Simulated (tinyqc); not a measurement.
# Changing the defect mass M'

Model: vibrations of a mass or spring defect in a linear chain. Computed by tinyqc, a small Python program. Command: `OMP_NUM_THREADS=1 python tinyqc.py 3021698 3021699 out.jsonl localmode sweep`. One thread of a shared host (Intel(R) Xeon(R) Processor @ 2.30GHz), about 0.04 s of CPU time with the checks.

A ring of N atoms with nearest-neighbour springs k and motion along the chain. Atom 1 is the defect, of mass M', and its two springs are k'. All other atoms have the mass M.

Inputs (values chosen for the exercise, for a model chain): spring constant k = 7.97 eV/angstrom^2; host mass M = 109 u; spring ratio k'/k at the defect = 1.6.

Host: monatomic.

Constants: nu for 1 eV/(angstrom^2 u) = 15.6333042 THz.

Method:
- Host band: lambda from 0 to 4k/M.
- nu = 15.6333042 THz x sqrt(lambda), lambda in eV/(angstrom^2 u).
- D_ii = (sum of the two springs at i)/M_i, D_ij = -k_ij/sqrt(M_i M_j) for neighbours, closed into a ring.
- The same matrix for 120 atoms; amplitudes are the mass-weighted eigenvector, in size, relative to the defect, for the highest mode; its weight is the squared component of the normalised eigenvector on the defect.

One run for each value:
```
defect mass M' (u),ratio to the top of the host band,weight of the highest mode on the defect,"highest frequency, long ring (THz)"
4.4,4.4970,0.97972,38.021
6.9,3.6119,0.96811,30.537
11.0,2.8879,0.94896,24.416
17.0,2.3557,0.92070,19.917
27.0,1.9135,0.87316,16.178
43.0,1.5746,0.79659,13.312
69.0,1.3219,0.67387,11.176
110.0,1.1521,0.49600,9.740
170.0,1.0570,0.29347,8.936
270.0,1.0107,0.10493,8.545
```

What does the table show, and why?

Over the rows, ratio to the top of the host band falls from 4.50 to 1.01 (exponent d ln y / d ln x -0.49 between the first rows and -0.097 between the last); weight of the highest mode on the defect falls from 0.980 to 0.105 (exponent d ln y / d ln x -0.026 between the first rows and -2.2 between the last); highest frequency, long ring (THz) falls from 38.0 to 8.55 (exponent d ln y / d ln x -0.49 between the first rows and -0.097 between the last). At the low end the exponent of highest frequency, long ring is -0.49, close to -0.50: a very light atom vibrates against nearly fixed neighbours. A mode above the band (ratio over 1.0005) appears for M' up to 270 u among these rows, 2.5 of the mass replaced.

Extremes, crossings and ranges named in words are read from the listed rows.
